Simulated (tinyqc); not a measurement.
# Resistance of a circular point contact between the ballistic and the diffusive limit, step by step

tinyqc, about 0.01 s, one thread, Intel Xeon 2.30GHz (shared host): `OMP_NUM_THREADS=1 python tinyqc.py 2760018 2760019 out.jsonl` Printed values are rounded.

Two half-spaces of a free-electron metal (one valley, spin 2) meet through a circular opening of radius a in an insulating sheet.

Inputs (values chosen for the exercise): free-electron density n = 1.1e21 cm^-3; mean free path l = 7.8 nm; radius of the opening a = 1.5 nm.

Constants: q = 1.602176634e-19 C, hbar = 1.054571817e-34 J s. Results are converted to the units shown.

Range of the model: With kF a below about 10 the smooth Sharvin count is off by about 2/(kF a).

## Fermi wave number and resistivity

kF = (3 pi^2 n)^(1/3), resistivity rho = hbar kF/(n q^2 l). Maxwell: RM = rho/(2 a); Sharvin: RS = 4 rho l/(3 pi a^2); interpolation R = RS + gamma RM, gamma = (1 + 0.83 K)/(1 + 1.33 K), K = l/a.

kF = 3.193532 1/nm
rho = 152.9112 uohm cm
modes (kF a)^2/4 = 5.736738

## Resistances

As before.

RM = 509.7040 ohm
RS = 2249.781 ohm
gamma = 0.6715513
R = 2592.073 ohm

The Sharvin term makes up 86.8 % of R; it equals (h/2q^2) over the number of modes.
